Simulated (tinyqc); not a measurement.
# Bending a trimer

Model: Stillinger-Weber potential for a tetrahedral semiconductor. Computed by tinyqc, a small Python program. Command: `OMP_NUM_THREADS=1 python tinyqc.py 3014445 3014446 out.jsonl swsi sweep`. One thread of a shared host (Intel(R) Xeon(R) Processor @ 2.30GHz), about 0.05 s of CPU time with the checks.

With x = r/sigma: pair term eps A (B x^-4 - 1) exp(1/(x - a)); for each pair of neighbours j, k of atom i, three-body term eps lambda exp(gamma/(x_ij - a) + gamma/(x_ik - a)) (cos theta_jik + 1/3)^2; both vanish beyond x = a. A = 7.049556277, B = 0.6022245584, a = 1.8.

Inputs (values chosen for the exercise, modelled on germanium): energy scale eps = 1.904 eV; length scale sigma = 2.161 angstrom; three-body strength lambda = 34.1; gamma = 1.2; bond 1 of the trimer = 2.31 angstrom; bond 2 of the trimer = 2.63 angstrom.

Method. Atom 1 binds atoms 2 and 3 at the angle theta; the third side follows from the cosine rule. Sum the three pair terms and the three-body terms centred on each atom.

One run for each value; columns: (1) angle of the trimer theta (degrees); (2) energy of the trimer (eV); (3) three-body term at atom 1 (eV); (4) distance 2-3 (angstrom):
```
(1)      (2)         (3)     (4)
60   -2.1768  1.1148e+00  2.4855
70   -2.8306  7.3222e-01  2.8456
80   -3.2371  4.1263e-01  3.1848
90   -3.4341  1.7838e-01  3.5004
100  -3.5523  4.0936e-02  3.7898
110  -3.5931  1.2114e-04  4.0508
120  -3.5487  4.4594e-02  4.2812
140  -3.2927  3.0059e-01  4.6434
160  -3.0030  5.9025e-01  4.8653
180  -2.8798  7.1350e-01  4.9400
```

Over the rows, energy of the trimer (eV) goes from -2.18 through a minimum among these rows, -3.59 at 110, to -2.88; three-body term at atom 1 (eV) goes from 1.11 through a minimum among these rows, 1.21e-4 at 110, to 0.714. The term at atom 1 vanishes at the tetrahedral angle, 109.47 degrees. At the smallest angles a third bond forms between atoms 2 and 3.

Extremes, crossings and ranges named in words are read from the listed rows.
